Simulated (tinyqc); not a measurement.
Hydrogen passivation of interface dangling bonds: competing passivation and dissociation with distributed barriers: one step, computed by the program tinyqc.

P_b + H2 gives P_bH + H at the rate k_f [H2]; P_bH gives P_b + H at the rate k_d. All defects start unpassivated. E_f and E_d are Gaussian and independent.

Problem. Distributed barriers. [H2] = solubility factor x p; a = k_f0 [H2] exp(-E_f/(k_B T)), d = k_d0 exp(-E_d/(k_B T)). For one pair of barriers the active share is y = [d + a exp(-(a + d) t)]/(a + d). Temperatures in kelvin are T(C) + 273.15. Average y over both Gaussians with 40 x 40 Gauss-Hermite points. Active density N0 y; threshold shift if each active defect holds one charge, e N0 y t_ox/(3.9 eps_0).

Inputs (values chosen for the exercise, close to those used for P_b centres at the silicon-oxide interface): defect density N0 = 2e+12 1/cm^2; passivation prefactor k_f0 = 9.3e-07 cm^3/s; mean passivation barrier E_f = 1.67 eV; spread sigma_f = 0.025 eV; dissociation prefactor k_d0 = 1.1e+12 1/s; mean dissociation barrier E_d = 2.86 eV; spread sigma_d = 0.043 eV; H2 in the oxide per atm, solubility factor = 4.2e+17 1/(cm^3 atm); hydrogen pressure p = 0.1 atm; anneal temperature T = 300 C; anneal time t = 1200 s; oxide thickness = 20 nm.

Constants: k_B = 8.617333262e-05 eV/K; e = 1.602176634e-19 C; eps_0 = 8.8541878128e-12 F/m.

Give: active share y; active density; threshold shift.

Solution.

active share y = 0.8972

active density = 1.794e+12 1/cm^2

threshold shift = 1665 mV
